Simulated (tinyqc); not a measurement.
Abrupt p-n junction, non-linear Poisson equation by Newton steps: one step of the calculation.

One dimension, p side on the left, n side on the right; net doping C = -Na for x < 0 and +Nd for x > 0. The potential psi is counted from the intrinsic level, and the quasi-Fermi potentials are flat: 0 for holes and -V for electrons, so n = ni exp((psi + V)/Vt) and p = ni exp(-psi/Vt) (Boltzmann statistics, full ionisation, no current).

Problem. Densities, residual and Jacobian diagonal. n_i = ni exp((psi_i + V)/Vt), p_i = ni exp(-psi_i/Vt), rho_i = p_i - n_i + C_i, g_i = (n_i + p_i)/Vt. Box widths w_i = (h_(i-1) + h_i)/2 in cm. Residual F_i = a_i (psi_(i+1) - psi_i) - a_(i-1) (psi_i - psi_(i-1)) + q rho_i w_i; Jacobian: a_(i-1) and a_i beside the diagonal, b_i = -a_(i-1) - a_i - q g_i w_i on it. The two end nodes are fixed.

Inputs (values chosen for the exercise): temperature T = 300 K; bias of the p side against the n side V = 0 V.

Constants: q = 1.602176634e-19 C, kB = 1.380649e-23 J/K, Vt = kB T/q. Results are converted to the units shown.

```
node  x (nm)  psi at the start (V)  net doping C (cm^-3)
0       -179           -0.59769490               -1.9e17
1       -133           -0.59769490               -1.9e17
2      -94.5           -0.59769490               -1.9e17
3      -61.5           -0.59769490               -1.9e17
4      -33.6           -0.59769490               -1.9e17
5        -10           -0.59769490               -1.9e17
6         10            0.59481950                1.7e17
7       32.5            0.59481950                1.7e17
8       57.9            0.59481950                1.7e17
9       86.6            0.59481950                1.7e17
10       119            0.59481950                1.7e17
11       155            0.59481950                1.7e17
12       196            0.59481950                1.7e17
```

coupling a_i, interval 0 to 11 (F/cm^2): 2.8872352e-7  3.4496836e-7  4.0246308e-7  4.7603160e-7  5.6276617e-7  6.6406409e-7  5.9027919e-7  5.2288511e-7  4.6276243e-7  4.0991610e-7  3.6892449e-7  3.2393370e-7
ni = 1.7295025e7 cm^-3

Give: n; p; residual F; diagonal b.

Solution.

```
node  n (cm^-3)  p (cm^-3)
0     0.0015743  1.9000e17
1     0.0015743  1.9000e17
2     0.0015743  1.9000e17
3     0.0015743  1.9000e17
4     0.0015743  1.9000e17
5     0.0015743  1.9000e17
6     1.7000e17  0.0017595
7     1.7000e17  0.0017595
8     1.7000e17  0.0017595
9     1.7000e17  0.0017595
10    1.7000e17  0.0017595
11    1.7000e17  0.0017595
12    1.7000e17  0.0017595
```

```
node  residual F (1e-7 C/cm^2)  diagonal b (F/cm^2)
1                       0.0000           -5.6087e-6
2                       0.0000           -4.9571e-6
3                       0.0000           -4.4641e-6
4                       0.0000           -4.0709e-6
5                       7.9191           -3.7938e-6
6                      -7.9191           -3.4932e-6
7                       0.0000           -3.6365e-6
8                       0.0000           -3.8356e-6
9                       0.0000           -4.0913e-6
10                      0.0000           -4.3821e-6
11                      0.0000           -4.7491e-6
```

tinyqc, about 0.02 s, one thread, Intel Xeon 2.30GHz (shared host): `OMP_NUM_THREADS=1 python tinyqc.py 2000023 2000024 out.jsonl`
